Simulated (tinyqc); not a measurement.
## Gap voltage and exponent from three temperatures

Question. At constant current VBE(T) = Vg0 - a T - eta (kB T/q) ln T, where a is a constant. Find Vg0, eta and dVBE/dT at the middle temperature.

Constants: q = 1.602176634e-19 C, kB = 1.380649e-23 J/K. Results are converted to the units shown.

T (K): 233  253  273
VBE at a constant current (V): 0.9206632333  0.8919391080  0.8627239978

Answer. The relation is linear in Vg0, a and eta, so three points give a linear system; the slope is (VBE - Vg0 - eta kB T/q)/T. eta rests on the curvature of VBE(T) alone, so real fits need accuracy of some tens of microvolts or better.

Vg0 = 1.18 V
eta = 3.60
dVBE/dT = -1.45 mV/K

tinyqc, about 0.02 s, one thread, Intel Xeon 2.30GHz (shared host): `OMP_NUM_THREADS=1 python tinyqc.py 2062120 2062121 out.jsonl`
